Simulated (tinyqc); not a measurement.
# Inputs raised by 2 %, one at a time

Model: Hall effect and magnetoresistance of several carrier groups with constant relaxation times. Computed by tinyqc, a small Python program. Command: `OMP_NUM_THREADS=1 python tinyqc.py 3019646 3019647 out.jsonl hall2 sens`. One thread of a shared host (Intel(R) Xeon(R) Processor @ 2.30GHz), about 0.01 s of CPU time with the checks.

Group 1 has charge -e and group 2 charge +e; s_i is that sign. B lies along z; mu B is formed with mu in m^2/(V s).

Inputs (values chosen for the exercise, for a model conductor):
```
quantity            value        unit
density n1        7.8e+17      1/cm^3
mobility mu1        48000  cm^2/(V s)
density n2          8e+18      1/cm^3
mobility mu2         2000  cm^2/(V s)
magnetic field B     0.84           T
```

Carriers: electrons and holes. Densities: per volume.

Constants: e = 1.602176634e-19 C.

Method. sigma_xx = sum n_i e mu_i/(1 + mu_i^2 B^2); sigma_xy = sum s_i n_i e mu_i^2 B/(1 + mu_i^2 B^2). rho_xx = sigma_xx/(sigma_xx^2 + sigma_xy^2); Hall coefficient R_H = sigma_xy/(B (sigma_xx^2 + sigma_xy^2)), with B in V s/cm^2 (1 T = 1e-4 V s/cm^2); magnetoresistance MR = rho_xx(B)/rho_xx(0) - 1. Apparent density 1/(e |R_H|); Hall mobility |R_H|/rho_xx.

Runs:
```
input moved                   from         to  rho_xx (ohm cm)  magnetoresistance MR (%)  apparent density (1/cm^3)  sigma at B = 0 (S/cm)
base run                         -          -       3.1440e-04                    169.19                 4.8206e+18                 8562.0
density n1 (1/cm^3)        7.8e+17  7.956e+17       3.1188e-04                    170.77                 4.7364e+18                 8682.0
mobility mu1 (cm^2/(V s))    48000      48960       3.1471e-04                    173.23                 4.7902e+18                 8682.0
density n2 (1/cm^3)          8e+18   8.16e+18       3.1066e-04                    167.58                 5.0070e+18                 8613.3
mobility mu2 (cm^2/(V s))     2000       2040       3.1142e-04                    168.24                 5.0315e+18                 8613.3
magnetic field B (T)          0.84     0.8568       3.1797e-04                    172.25                 4.9995e+18                 8562.0
```

Exponents ln(y'/y) / ln(x'/x):
```
input             rho_xx  magnetoresistance MR  apparent density  sigma at B = 0
density n1        -0.407                 0.469            -0.890           0.703
mobility mu1       0.050                 1.192            -0.319           0.703
density n2        -0.605                -0.484             1.916           0.301
mobility mu2      -0.481                -0.285             2.162           0.301
magnetic field B   0.570                 0.905             1.840           0.000
```

Among the inputs moved here: rho_xx answers most in size to density n2 (exponent -0.605), next to magnetic field B (+0.570). Magnetoresistance MR answers most in size to mobility mu1 (exponent +1.192), next to magnetic field B (+0.905). Apparent density answers most in size to mobility mu2 (exponent +2.162), next to density n2 (+1.916). sigma at B = 0 answers most in size to density n1 (exponent +0.703), and about equally to mobility mu1 (+0.703); its exponent is below 0.0005 for magnetic field B.
